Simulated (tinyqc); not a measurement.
Inside a calculation: free-carrier optics of a doped semiconductor (Drude model). Values are carried at full precision from step to step, so a last printed digit may differ when a step is redone from the rounded ones.

eps(E) = ei [1 - Ep^2/(E^2 + i E Gam)], with Ep^2 = 8 pi c (e^2/(4 pi eps0)) N/(m ei), c = hbar^2/2m0, N in 1/angstrom^3 (1e-24 per 1/cm^3); Gam = hbar/tau, tau = mu m m0/e with m0/e = 5.685630e-12 kg/C and mu in m^2/(V s). Energies in meV.

Constants: hbar^2/2m0 = 3.80998211 eV angstrom^2; e^2/(4 pi eps0) = 14.39964547 eV angstrom; hbar = 6.58211957e-16 eV s; hbar c = 1973.269805 eV angstrom.

Parameters, chosen for this exercise (mass and dielectric values near those of Si; N and mu are free inputs; interband absorption and the rise of the mass with filling are left out; the results hold for these values, not for the real material):
```
symbol  value    unit        meaning
N       6.9e+19  1/cm^3      carrier density
m       0.255    m0          conductivity mass
mu      270      cm^2/(V s)  mobility
ei      12.03                high-frequency dielectric constant
E       136.9    meV         photon energy
```

## Plasma energy and damping

Evaluate Ep, tau, Gam, the plasma wavelength hc/Ep (hc = 1239.841984 eV nm) and the dc resistivity 1/(e N mu), e = 1.602176634e-19 C.

Ep = 176.108 meV
tau = 39.15 fs
Gam = 16.814 meV
plasma wavelength = 7.04 micrometre
rho = 0.000335 ohm cm

Ep/Gam = 10.47: the plasma edge is sharp.

## Dielectric function at one energy

Insert the numbers.

free-carrier term = -19.6116+2.4088i
eps = -7.5816+2.4088i

## Optical constants

n + i k = sqrt(eps1 + i eps2) with k >= 0; R = ((n - 1)^2 + k^2)/((n + 1)^2 + k^2) at normal incidence from vacuum; alpha = 2 E k/(hbar c), times 1e8 for 1/cm; loss function Im(-1/eps) = eps2/(eps1^2 + eps2^2).

Convert eps at the photon energy E (in meV) into the optical constants.

n = 0.4321
k = 2.7872
R = 0.8240
alpha = 3.87e+04 1/cm

Light of this energy penetrates 1/alpha = 0.259 micrometre.

## Checks

- Integral of E eps2 of the free-carrier term against (pi/2) ei Ep^2 (meV^2): both 5.8606e+05.

(tinyqc, `OMP_NUM_THREADS=1 python tinyqc.py 1651528 1651529 out.jsonl`, Intel(R) Xeon(R) Processor @ 2.30GHz, 1 thread, shared host, about 0.01 s.)
